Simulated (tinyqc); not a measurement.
Frequency dispersion of an accumulation capacitance by border traps, distributed model: capacitance and loss against frequency.

Traps spread evenly through the insulator exchange electrons with the semiconductor by tunnelling, with tau(x) = t0 exp(2 ka x) at depth x from the interface. The admittance per area Y seen at depth x obeys dY/dx = -Y^2/(i w eps0 eox) + q Nb ln(1 + i w tau)/tau, with Y(0) = i w Cs and w = 2 pi f; the gate sees Y(tox) = G + i w C. Working variable y = Y/(i w), in uF/cm^2. Cox = eps0 eox/tox.

Cox; trap-free value 1/(1/Cox + 1/Cs); response depth d = ln(1/(w t0))/(2 ka), where w tau = 1; lumped estimate: all traps within d act as C_bt = q Nb d placed at d/2, so C = 1/{1/[1/(1/Cs + d/(2 eps0 eox)) + C_bt] + (tox - d/2)/(eps0 eox)}. C and G from a fine integration; dispersion -d C/d log10 f over C, from f times and over 1.1. For a broad spread of time constants G/w is close to -(pi/2) dC/d ln w.

Inputs (values chosen for the exercise); permittivity close to that of aluminium oxide:

| symbol | value | unit | meaning |
|---|---|---|---|
| eox | 8.08 |  | relative permittivity of the insulator |
| tox | 7.2 | nm | insulator thickness |
| Cs | 4.8 | uF/cm^2 | semiconductor capacitance in accumulation |
| Nb | 3.9e19 | cm^-3 eV^-1 | density of border traps |
| ka | 4.7 | 1/nm | decay constant of the wave function in the insulator |
| t0 | 5e-9 | s | time constant of a trap at the interface |

Constants: q = 1.602176634e-19 C, eps0 = 8.8541878128e-14 F/cm where lengths are in cm. Results are converted to the units shown.

The same in every row: trap-free C (uF/cm^2) = 0.8232.

Results:
```
f (Hz)  d (nm)  C (uF/cm^2)  G/w (uF/cm^2)  dispersion (% a decade)  -(pi/2) dC/d ln w (uF/cm^2)  lumped C (uF/cm^2)
10       1.593       0.8904        0.01048                    1.724                      0.01047              0.8791
100      1.348       0.8760       0.009269                    1.550                     0.009262              0.8671
10000   0.8580       0.8522       0.006987                    1.201                     0.006980              0.8467
1e5     0.6131       0.8427       0.005917                    1.028                     0.005911              0.8384
1e6     0.3681       0.8348       0.004881                   0.8596                     0.004896              0.8314
1e7     0.1232       0.8284       0.003702                   0.6844                     0.003868              0.8256
```

Estimate the missing row, f = 1000 Hz.

Computed row:
```
f (Hz)  d (nm)  C (uF/cm^2)  G/w (uF/cm^2)  dispersion (% a decade)  -(pi/2) dC/d ln w (uF/cm^2)  lumped C (uF/cm^2)
1000     1.103       0.8632       0.008105                    1.375                     0.008097              0.8563
```

With this row back in the table: C falls from 0.8904 to 0.8284 uF/cm^2, towards the trap-free 0.8232; each decade of frequency removes ln 10/(2 ka) = 0.245 nm from the response depth. The dispersion falls from 1.72 to 0.684 % a decade and G/w falls from 0.0105 to 0.00370 uF/cm^2. G/w lies between 0.957 and 1.00 times -(pi/2) dC/d ln w, the relation for a broad spread of time constants.

tinyqc, about 0.5 s, one thread, Intel Xeon 2.30GHz (shared host): `OMP_NUM_THREADS=1 python tinyqc.py 2202198 2202199 out.jsonl`
